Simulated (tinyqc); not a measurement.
Inside a calculation. Model: six-transistor SRAM cell, nodal equations and margins.

Numbers from tinyqc (`OMP_NUM_THREADS=1 python tinyqc.py 2340135 2340136 out.jsonl`; about 0.2 s on one thread of a shared Intel Xeon 2.30GHz). Printed values are rounded.

Two cross-coupled inverters (pull-down bn, pull-up bp) hold the nodes Q and QB; access transistors (ba, threshold VTn, gate on the word line at Vdd when selected) join them to the bit lines. Transistor (EKV form, voltages against the body): I = 2 n b Vt^2 [F(vp - Vs) - F(vp - Vd)] from drain to source, F(v) = ln^2(1 + exp(v/(2 Vt))), vp = (Vg - VT + sg |Vd - Vs|)/n. n-channel bodies are at 0; for the p-channel device all voltages are counted down from Vdd. b in uA/V^2 gives I in uA. For an access transistor the bit line is the drain and the node the source. In a read both bit lines are at Vdd. The cell is symmetric (no mismatch).

Inputs (values chosen for the exercise): temperature T = 273 K; supply voltage Vdd = 0.8 V; slope factor n = 1.38; drain-induced barrier lowering sg = 0.097; n-channel threshold VTn = 0.27 V; p-channel threshold (magnitude) VTp = 0.32 V; gain factor of the pull-down transistor bn = 520 uA/V^2; gain factor of the access transistor ba = 520 uA/V^2; gain factor of the pull-up transistor bp = 190 uA/V^2.

Constants: q = 1.602176634e-19 C, kB = 1.380649e-23 J/K, Vt = kB T/q. Results are converted to the units shown.

## Iteration 1: node voltages in a read by Newton steps

(Q, QB) at the start (V): Q 0.000000, QB 0.800000

F1 = In(gate QB, drain Q) - Ip(gate QB, drain Q) - Ia(bit line, Q), F2 the same with Q and QB exchanged; J by central differences with +/- 1e-6 V; solve J d = -F, limit each component to +/- 0.15 V and add.

F1, F2 (uA): -69.5567  0.0020

J (uS):
```
	Q	QB
F1	613.666	0.005
F2	0.061	91.157
```

(Q, QB) after iteration 1 (V): Q 0.113346, QB 0.799903

## Iteration 2: node voltages in a read by Newton steps

As before.

F1, F2 (uA): -9.26998  0.04661

J (uS):
```
	Q	QB
F1	449.979	59.222
F2	1.467	69.581
```

(Q, QB) after iteration 2 (V): Q 0.134093, QB 0.798795

## Course of the iteration: node voltages in a read by Newton steps

Stop when the largest change of (Q, QB) is below 1e-9 V, or after 30 iterations. The rule counts as met only at the stable state with Q low.

Course of the iteration:
```
iteration	Q (V)	largest |change| of one entry (V)
1	0.113346	0.113
2	0.134093	0.0207
3	0.134907	8.14e-4
4	0.134909	1.58e-6
5	0.134909	8.05e-12
```

Converged in 5 iterations. At the end the number of correct digits about doubles with each step.

## Read current and disturbance

(Q, QB) (V): Q 0.134909, QB 0.798551

Iread = Ia(bit line at Vdd, source Q); cell ratio bn/ba; time to pull a bit line of 20 fF down by 0.1 V at that current.

Iread = 31.4336 uA
cell ratio = 1
time = 63.6262 ps

The read lifts the low node to 135 mV, against a balance point of 362 mV.

## The largest square in the read butterfly

c, point 0 to 6 (V): 0.13  0.21  0.3  0.36  0.42  0.47  0.51

f(x) is the node voltage of one half-cell in a read for input x (In - Ip - Ia = 0). Static noise margin: side of the largest square between the curve (x, f(x)) and its mirror image (f(y), y); with h(c) the root x of f(x) - x = c, it is the maximum over c > 0 of h(c) - h(-c) + c.

```
point	h(c) (V)	h(-c) (V)	side (V)
0	0.328717	0.425954	0.032763
1	0.320650	0.471602	0.059049
2	0.312311	0.525705	0.086606
3	0.305146	0.563858	0.101288
4	0.292879	0.604820	0.108059
5	0.275674	0.641399	0.104274
6	0.256229	0.672106	0.094123
```

The maximum over c is 108.1 mV, the read margin; with the word line off (no Ia) the same construction gives 277.8 mV.
